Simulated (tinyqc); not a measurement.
Metal-interlayer-semiconductor contact, depinning against tunnelling resistance: two steps of the calculation.

Zero bias, n-type semiconductor. Gap states at the semiconductor surface thin out as exp(-be ti), which unpins the barrier; electrons must then cross the interlayer (a rectangular barrier, no voltage drop across it) and the parabolic depleted layer, both by WKB. Energies E are counted from the Fermi level; no image force, parabolic bands.

Values chosen for this exercise; semiconductor values close to those of In0.53Ga0.47As; interlayer mass of the order of that in aluminium oxide, offset chosen freely:
- T = 300 K (temperature)
- Eg = 0.747 eV (band gap)
- eps_r = 14 (relative permittivity)
- chi = 4.4 eV (electron affinity)
- Nc = 2.1e17 cm^-3 (conduction-band density of states at T)
- mt = 0.0406 m0 (tunnelling mass in the semiconductor)
- mA = 0.0409 m0 (Richardson mass)
- Nd = 1.2e19 cm^-3 (donor density)
- E0 = 0.51 eV (charge-neutrality level above the valence band)
- S0 = 0.15 (pinning factor without interlayer)
- phiM = 4.92 eV (metal work function)
- ti = 2 nm (interlayer thickness)
- dE = 2.53 eV (conduction-band offset of the interlayer above the semiconductor)
- mi = 0.35 m0 (tunnelling mass in the interlayer)
- be = 3.3 1/nm (decay constant of gap states through the interlayer)

Constants: q = 1.602176634e-19 C, kB = 1.380649e-23 J/K, eps0 = 8.8541878128e-12 F/m, hbar = 1.054571817e-34 J s, h = 6.62607015e-34 J s, m0 = 9.1093837015e-31 kg, Vt = kB T/q, hbar^2/(2 m0) = 0.0380998212 eV nm^2. Results are converted to the units shown.

Question 1. Pinning, barrier and scales. S = 1/(1 + (1/S0 - 1) exp(-be ti)); phiB = S (phiM - chi) + (1 - S)(Eg - E0); xi = Ec - EF deep inside, from Nd = Nc F(-xi/Vt), F(x) = (2/sqrt(pi)) int_0^infinity sqrt(u) du/(1 + exp(u - x)); band bending U = phiB - xi; E00 = (hbar/2) sqrt(Nd/(eps0 eps_r mt m0)) in volts; A = 4 pi q mA m0 kB^2/h^3.

Give: S; phiB; xi; U; E00; A.

Answer 1.

S = 0.99235
phiB = 0.51784 eV
xi = -0.46250 eV
U = 0.98033 eV
E00 = 0.085308 eV
A = 4.9151 A/(cm^2 K^2)

Question 2. Exponents and integrand on an energy grid. With U = phiB - xi: for xi < E < phiB, y = (E - xi)/U and G1 = (U/E00) [sqrt(1 - y) - y ln((1 + sqrt(1 - y))/sqrt(y))], G1 = 0 above phiB; G2 = 2 ti sqrt(mi max(phiB + dE - E, 0)/C), C = hbar^2/(2 m0); f = 1/(1 + exp(E/Vt)); integrand exp(-G1 - G2) f.

| point | E (eV) |
|---|---|
| 0 | -0.46 |
| 1 | -0.39929 |
| 2 | -0.33857 |
| 3 | -0.27786 |
| 4 | -0.21714 |
| 5 | -0.15643 |
| 6 | -0.09571 |
| 7 | -0.035 |
| 8 | 0.02571 |
| 9 | 0.08643 |
| 10 | 0.14714 |
| 11 | 0.20786 |
| 12 | 0.26857 |
| 13 | 0.32929 |
| 14 | 0.39 |

phiB = 0.51783511 eV
xi = -0.46249738 eV
E00 = 0.085308222 eV

Wanted: G1; G2; f; integrand.

Answer 2.

| point | G1 | G2 | f | integrand (1e-11) |
|---|---|---|---|---|
| 0 | 11.37 | 22.71 | 1.000 | 0.000 |
| 1 | 9.60 | 22.51 | 1.000 | 0.001 |
| 2 | 8.28 | 22.31 | 1.000 | 0.005 |
| 3 | 7.16 | 22.11 | 1.000 | 0.020 |
| 4 | 6.16 | 21.91 | 0.9998 | 0.064 |
| 5 | 5.28 | 21.70 | 0.9976 | 0.192 |
| 6 | 4.47 | 21.50 | 0.9759 | 0.515 |
| 7 | 3.74 | 21.29 | 0.7948 | 1.071 |
| 8 | 3.08 | 21.08 | 0.2700 | 0.870 |
| 9 | 2.48 | 20.86 | 0.03412 | 0.248 |
| 10 | 1.94 | 20.65 | 0.003363 | 0.052 |
| 11 | 1.46 | 20.43 | 3.221e-4 | 0.010 |
| 12 | 1.04 | 20.21 | 3.078e-5 | 0.002 |
| 13 | 0.67 | 19.99 | 2.939e-6 | 0.000 |
| 14 | 0.37 | 19.76 | 2.807e-7 | 0.000 |

Range of the model: The depletion charge would drop about 0.54 V across such an interlayer (eps_r near 9) at ti = 2 nm and Nd = 1.2e19 cm^-3, against a band bending of 0.98 V; this model leaves that drop out.

tinyqc, about 0.02 s, one thread, Intel Xeon 2.30GHz (shared host): `OMP_NUM_THREADS=1 python tinyqc.py 2270122 2270123 out.jsonl`
